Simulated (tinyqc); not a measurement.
## Bandgap voltage reference from two bipolar transistors: output against temperature

Two transistors of area 1 and N carry the same current I. Is(T) = Is (T/T0)^eta exp[(Vg0 q/kB)(1/T0 - 1/T)], VBE1 = Vt ln(I/Is(T)) + I rb, VBE2 = Vt ln(I/(N Is(T))) + I rb/N. The amplifier forces I R1(T) = VBE1 - VBE2 + Vos, with R(T) = R (1 + tc (T - T0)) for both resistors, and the output is Vref = VBE1 + I R2(T). Base currents and the Early effect are neglected.

Vt = kB T/q; I = (Vt ln N + Vos)/(R1(T) - rb (1 - 1/N)).

Inputs (values chosen for the exercise); values of the order met in silicon bipolar transistors: reference temperature T0 = 300 K; band-gap voltage extrapolated to 0 K Vg0 = 1.193 V; temperature exponent of the saturation current eta = 4.2; saturation current of the unit transistor at T0 Is = 6.7e-17 A; area ratio of the second transistor N = 4; resistor across which the difference of VBE falls, at T0 R1 = 16 kohm; temperature coefficient of both resistors tc = 0 ppm/K; offset of the amplifier Vos = 0 mV; series resistance of the unit transistor rb = 0 ohm; output resistor at T0 R2 = 295.7 kohm.

Constants: q = 1.602176634e-19 C, kB = 1.380649e-23 J/K. Results are converted to the units shown.

Result of one run:
```
T (K)	I (uA)	VBE1 (V)	I R2 (V)	Vref (V)	Vref - Vref(T0) (mV)	dVref/dT (uV/K)
233	1.740	0.7692	0.5144	1.284	-5.158	113.3
```

What becomes of these results when the temperature T is changed from 233 to 373 K, all else the same?

Result of the changed run:
```
T (K)	I (uA)	VBE1 (V)	I R2 (V)	Vref (V)	Vref - Vref(T0) (mV)	dVref/dT (uV/K)
373	2.785	0.4662	0.8235	1.290	0.9109	-16.46
```

The whole series:
```
T (K)	I (uA)	VBE1 (V)	I R2 (V)	Vref (V)	Vref - Vref(T0) (mV)	dVref/dT (uV/K)
218	1.628	0.8005	0.4813	1.282	-6.993	131.6
233	1.740	0.7692	0.5144	1.284	-5.158	113.3
253	1.889	0.7271	0.5586	1.286	-3.122	90.58
273	2.038	0.6846	0.6027	1.287	-1.523	69.60
298	2.225	0.6308	0.6579	1.289	-0.08904	45.44
323	2.412	0.5765	0.7131	1.290	0.7656	23.23
348	2.598	0.5216	0.7683	1.290	1.086	2.669
373	2.785	0.4662	0.8235	1.290	0.9109	-16.46
398	2.972	0.4104	0.8787	1.289	0.2733	-34.35
423	3.158	0.3541	0.9339	1.288	-0.7976	-51.15
```

VBE1 falls by 2.18 mV/K on average and I R2 rises by 2.21 mV/K. The slope of Vref vanishes at T = 351 K. Between 233 and 398 K Vref spans 6.25 mV, or 29.4 ppm/K by the box method (span over the average over T, over 165 K).

Program tinyqc, `OMP_NUM_THREADS=1 python tinyqc.py 2062053 2062054 out.jsonl`; Intel Xeon 2.30GHz, shared host, one thread, about 0.02 s.
